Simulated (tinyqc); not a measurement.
Hall effect and magnetoresistance of several carrier groups with constant relaxation times: one step, computed by the program tinyqc.

Group 1 has charge -e and group 2 charge +e; s_i is that sign. B lies along z; mu B is formed with mu in m^2/(V s).

Problem. Resistivity, Hall coefficient and magnetoresistance. rho_xx = sigma_xx/(sigma_xx^2 + sigma_xy^2); Hall coefficient R_H = sigma_xy/(B (sigma_xx^2 + sigma_xy^2)), with B in V s/cm^2 (1 T = 1e-4 V s/cm^2); magnetoresistance MR = rho_xx(B)/rho_xx(0) - 1. Apparent density 1/(e |R_H|); Hall mobility |R_H|/rho_xx.

Inputs (values chosen for the exercise, for a model conductor): magnetic field B = 0.18 T.

Carriers: compensated semimetal. Densities: per area (a thin layer).

sigma_xx = 5.698462e-05 S

sigma_xy = -2.215226e-05 S

sigma at B = 0 = 7.137697e-05 S

Constants: e = 1.602176634e-19 C.

Give: rho_xx; Hall coefficient R_H; magnetoresistance MR; apparent density; Hall mobility.

Solution.

rho_xx = 15245 ohm

Hall coefficient R_H = -3.292e+08 cm^2/C

magnetoresistance MR = 8.813 %

apparent density = 1.896e+10 1/cm^2

Hall mobility = 21597 cm^2/(V s)
